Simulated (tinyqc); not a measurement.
Worked calculation: lattice vibrations of a chain. One step of it, computed by the program tinyqc.

Task: Dynamical matrix at q = 0.12. q is in units of 2 pi/a. A spring k from atom i to atom j, n cells on, adds k to Phi_ii and Phi_jj, -k exp(2 pi i q n) to Phi_ij and the conjugate to Phi_ji (for one atom a cell: 2k (1 - cos 2 pi q n)); D_ij = Phi_ij / sqrt(m_i m_j).

A chain moving along its axis:
```
atom                mass (u)  spring to the next atom (eV/angstrom^2)
1                  78.100000                                23.400000
2                  82.700000                                11.200000
3                  95.400000                                19.100000
4                  69.400000                                 9.100000
second neighbours          -                                 2.800000
```

Give: D(q).

Result:

D(q) (eV/(angstrom^2 u)), lower triangle (Hermitian):
```
                 1                2        3       4
1           0.4878
2          -0.2912           0.4861
3  -0.0561-0.0222i          -0.1261   0.3763
4  -0.0901-0.0846i  -0.0639-0.0253i  -0.2347  0.4870
```
